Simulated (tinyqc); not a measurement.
One-electron ion in a basis of Gaussians, step by step. Computed by tinyqc, a small Python program that keeps every step. Settings: Z = 3, l = 0. Command: `OMP_NUM_THREADS=1 python tinyqc.py 20688 20689 out.jsonl` (the two numbers bound the seeds that draw the settings). One thread of a shared host (Intel(R) Xeon(R) Processor @ 2.60GHz), about 0.01 s of CPU time with the checks.

## Matrices over normalised Gaussians

exponents of r^l exp(-a r^2) (1/bohr^2): 1.054000  3.730000  13.200000  46.730000  165.400000  585.500000

Z = 3

l = 0

With p = a_i + a_j and I(k) = Gamma((k+1)/2) / (2 p^((k+1)/2)): S = I(2l+2), T = (2l+3) a_i a_j S / p, V = -Z I(2l+1), each divided by sqrt(S_ii S_jj).

S, lower triangle:
```
          1         2         3         4         5         6
1  1.000000
2  0.754693  1.000000
3  0.378618  0.754695  1.000000
4  0.159202  0.378532  0.754581  1.000000
5  0.063188  0.159183  0.378490  0.754641  1.000000
6  0.024652  0.063175  0.159150  0.378507  0.754603  1.000000
```

T (hartree), lower triangle:
```
          1         2          3          4           5           6
1  1.581000
2  1.860586  5.595000
3  1.108664  6.584438  19.800000
4  0.492293  3.922665  23.299819  70.095000
5  0.198536  1.741976  13.880469  82.487999  248.100000
6  0.077811  0.702452   6.163389  49.140909  291.957876  878.250000
```

V (hartree), lower triangle:
```
           1           2           3           4           5            6
1  -4.914865
2  -5.587818   -9.245826
3  -4.838887  -10.511784  -17.393151
4  -3.725342   -9.102329  -19.774445  -32.725719
5  -2.759683   -7.007836  -17.122687  -37.206403  -61.568570
6  -2.021105   -5.191146  -13.182193  -32.217232  -69.998060  -115.838990
```

## Generalised eigenproblem

H = T + V (hartree), lower triangle:
```
           1          2          3          4           5           6
1  -3.333865
2  -3.727231  -3.650826
3  -3.730223  -3.927346   2.406849
4  -3.233049  -5.179664   3.525374  37.369281
5  -2.561147  -5.265860  -3.242219  45.281597  186.531430
6  -1.943295  -4.488694  -7.018805  16.923678  221.959816  762.411010
```

Solve H C = S C e through S^(-1/2); each column has its largest component positive (the first on a tie).

eigenvalues of S: 0.037485  0.108485  0.303489  0.772507  1.720609  3.057424

eigenvalues (hartree): -4.498050  0.774042  17.939164  89.532520  367.626788  1453.102266

coefficients:
```
          1          2          3          4          5          6
1  0.480020   1.450566  -0.795849   0.347979  -0.160527   0.076053
2  0.470728  -1.332536   2.059563  -1.122213   0.522318  -0.244886
3  0.145241   0.003396  -1.848669   2.150632  -1.174997   0.551639
4  0.035338  -0.067274   0.173791  -2.006838   2.101183  -1.126083
5  0.006591   0.001826  -0.066973   0.254782  -1.994321   1.944206
6  0.002126  -0.003231   0.004869  -0.055857   0.207565  -1.752959
```

For Z = 3 and l = 0 the exact lowest level is -Z^2/(2 n^2) with n = l + 1: -4.500000 hartree.
